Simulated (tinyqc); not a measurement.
From results back to parameters: polytypes by hexagonality, and a cubic inclusion as a quantum well. Two cases, with inputs chosen for the exercise.

Problem. A square well of depth V with masses m_w inside and m_b outside (first and second entry of m) binds its lowest level at the given depth below the barrier: k tan(k L/2) = (m_w/m_b) q, k = sqrt(m_w E/c), q = sqrt(m_b (V - E)/c), c = hbar^2/2m0. How many double layers wide is it?

Constants: hbar^2/2m0 = 3.80998211 eV angstrom^2.

Find: k; q; L; N.

Method. L = (2/k) arctan((m_w/m_b) q/k), and N = L/d.

Case 1.

Values chosen (out of a larger set: of the order of those of InP; not measured data): m = (0.076, 0.081) m0 (electron mass along c in the cubic layer and in the host); d = 3.382 angstrom (thickness of a double layer).

V = 0.11000 eV
depth V - E = 0.02011 eV

Solution.

k = 0.0423 1/angstrom
q = 0.0207 1/angstrom
L = 20.29 angstrom
N = 6.0

Case 2.

Values chosen (out of a larger set: of the order of those of SiC; not measured data): m = (0.32, 0.323) m0 (electron mass along c in the cubic layer and in the host); d = 2.523 angstrom (thickness of a double layer).

V = 0.78520 eV
depth V - E = 0.21685 eV

Solution.

k = 0.2185 1/angstrom
q = 0.1356 1/angstrom
L = 5.05 angstrom
N = 2.0

Computed by tinyqc, one run a case: `OMP_NUM_THREADS=1 python tinyqc.py N N+1 out.jsonl` with N = 1880669, 1880705; one thread of a shared Intel(R) Xeon(R) Processor @ 2.30GHz, about 0.08 s a run at most.
